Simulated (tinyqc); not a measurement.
Precursor delivery by bubblers, mass-transport growth and the solid composition of a III-V alloy: one step, computed by the program tinyqc.

1 sccm = 44.615 micromol/min; 1 torr = 133.322 Pa. The sources decompose fully at the surface.

Question. Mass transport. Mean velocity u = (F_t/A)(760/p)(T/273); D = D0 (T/273)^1.75 (760/p); boundary layer delta = sqrt(pi D z/u); flux = D dp/(delta k_B T); growth rate = flux x a^3/4.

Inputs (values chosen for the exercise, modelled on triethylgallium (source 1) and trimethylindium (source 2) for the vapour pressures):

| quantity | value | unit |
|---|---|---|
| total flow F_t | 5.3 | slm |
| reactor pressure p | 200 | torr |
| growth temperature T | 1060 | K |
| diffusivity at 273 K and 760 torr | 0.39 | cm^2/s |
| flow cross-section A | 74 | cm^2 |
| distance from the leading edge z | 9.8 | cm |
| lattice constant a | 5.7 | angstrom |

Constants: k_B = 1.380649e-23 J/K.

Give: velocity u; D; boundary layer delta; growth rate per torr of group III.

Answer.

velocity u = 17.61 cm/s

D = 15.92 cm^2/s

boundary layer delta = 5.275 cm

growth rate per torr of group III = 45.82 micrometre/(h torr)

Caution: the boundary layer is a quarter or more of the root of the cross-section, so it fills much of the channel and depletion along the flow matters.
